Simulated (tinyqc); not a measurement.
Effective mass of the split-off band from tabulated energies: one step. Least squares over all points. The numbers come from values chosen for the exercise (band of an eight-band Kane model near CdTe).

c = hbar^2/2m0. A uniform scatter of up to 0.1 meV has been added to mimic numerical noise.
Constants: hbar^2/2m0 = 3.80998211 eV angstrom^2.

Energies along [110], from the band edge downward:
```
k (1/angstrom)     E (meV)
0.0000000         0.000000
0.0180000         4.680500
0.0360000        19.265200
0.0540000        43.860100
0.0720000        79.395000
0.0900000       126.587400
0.1080000       186.741600
0.1260000       260.323200
0.1440000       347.521700
```

reference mass (curvature of the model at k = 0.0001 1/angstrom) = 0.2600238 m0

Problem. Fit E = a k^2 (a = sum k^2 E/sum k^4), then E = a k^2 + b k^4 from the normal equations; E in eV; m = c/a.

Give: sums of k^4, k^6, k^8; sums of k^2 E, k^4 E; a, one term; a and b, two terms; m, one and two terms.

Solution.

sums of k^4, k^6, k^8: 0.00092085  1.5202e-05  2.7202e-07

sums of k^2 E, k^4 E: 0.015109  0.00025129

a, one term = 16.407 eV angstrom^2

a and b, two terms: 14.94  88.65

m, one and two terms (m0): 0.23221  0.25496

The parabola over all points errs by -10.7 % because the weights k^4 favour the outer points; the second term brings the error to -1.9 %.

Computed by tinyqc, a small Python program: `OMP_NUM_THREADS=1 python tinyqc.py 1850878 1850879 out.jsonl` (the numbers bound the seed that draws the inputs); one thread of a shared host (Intel(R) Xeon(R) Processor @ 2.30GHz), about 0.01 s for the whole set of steps.
